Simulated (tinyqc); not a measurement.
Free and trapped electrons in a MOS channel with a dense trap tail: free and trapped charge against gate voltage.

p-type body, charge-sheet picture, full ionisation (an idealisation for deep acceptors), Boltzmann statistics for free electrons. e = Ec - EF at the surface. Acceptor-like traps of density D(E) = D0 + De exp(-E/Ew) at depth E below Ec, from 0 to Eu, hold n_t = integral of D(E)/(1 + exp((e - E)/Vt)). psi = Eg - Vt ln(Nv/Na) - e; N_dep = sqrt(2 eps0 eps_r Na (psi - Vt)/q); n_f = sqrt(N_dep^2 + 2 eps0 eps_r Vt Nc exp(-e/Vt)/q) - N_dep; Vg = Vfb + psi + q (N_dep + n_t + n_f)/Cox, Cox = eps0 eox/tox.

Free share n_f/(n_f + n_t); swing ln 10 n_f/(dn_f/dVg); field-effect mobility mf q (dn_f/dVg)/Cox, for a constant mf; oxide field q (N_dep + n_t + n_f)/(eps0 eox).

Inputs (values chosen for the exercise); band and dielectric values close to those of silicon:
```
symbol,value,unit,meaning
T,300,K,temperature
Eg,1.12,eV,band gap
eps_r,11.5,,relative permittivity
Nc,2.84e19,cm^-3,conduction-band density of states at T
Nv,2.65e19,cm^-3,valence-band density of states at T
eox,3.9,,relative permittivity of the insulator
tox,69,nm,insulator thickness
Na,4.1e15,cm^-3,acceptor density
Vfb,-0.87,V,flat-band voltage without trapped charge
D0,3.8e10,cm^-2 eV^-1,constant background density of acceptor-like traps
De,1.4e13,cm^-2 eV^-1,density of the tail at the conduction edge
Ew,0.1,eV,decay energy of the tail
Eu,0.9,eV,depth below Ec down to which the traps reach
mf,160,cm^2/(V s),mobility of free electrons
```

Constants: q = 1.602176634e-19 C, kB = 1.380649e-23 J/K, Vt = kB T/q, eps0 = 8.8541878128e-14 F/cm where lengths are in cm. Results are converted to the units shown.

Free and trapped charge against gate voltage:
columns A: Vg (V); B: e (eV); C: n_f (cm^-2); D: n_t (cm^-2); E: free share (%); F: swing (mV/decade); G: field-effect mobility (cm^2/(V s)); H: oxide field (MV/cm)
```
A           B         C         D         E        F        G        H
0.2    0.4305   1.813e6  3.882e10  0.004669    144.3  0.01482  0.08802
1.5    0.1749  2.651e10  2.994e11     8.134    854.9    36.58   0.2394
2.9    0.1123  2.023e11  5.331e11     27.51     2867    83.22   0.4332
4.3   0.08181  4.572e11  7.019e11     39.45     5317    101.4   0.6317
5.7   0.06129  7.509e11  8.365e11     47.30     7848    112.9   0.8316
7     0.04671  1.048e12  9.390e11     52.74  1.021e4    121.0    1.018
8.4   0.03396  1.389e12  1.030e12     57.43  1.277e4    128.3    1.219
9.8   0.02329  1.748e12  1.103e12     61.31  1.535e4    134.4    1.420
11.2  0.01414  2.123e12  1.162e12     64.62  1.797e4    139.3    1.622
```

n_f reaches 1e11 cm^-2 at Vg = 2.21 V, against 0.833 V without traps. The free share rises from 0.00467 to 64.6 % and the field-effect mobility rises from 0.0148 to 139 cm^2/(V s), although mf = 160 is constant: in the last row 87.1 % of Cox dVg goes into free electrons. The swing in the first row is 144 mV a decade (Vt ln 10 = 59.5). For Vg = 7, 8.4, 9.8, 11.2 EF lies less than 2 Vt below the band edge, or above it, where degeneracy and confinement, left out, matter.

tinyqc, about 0.02 s, one thread, Intel Xeon 2.30GHz (shared host): `OMP_NUM_THREADS=1 python tinyqc.py 2222221 2222222 out.jsonl`
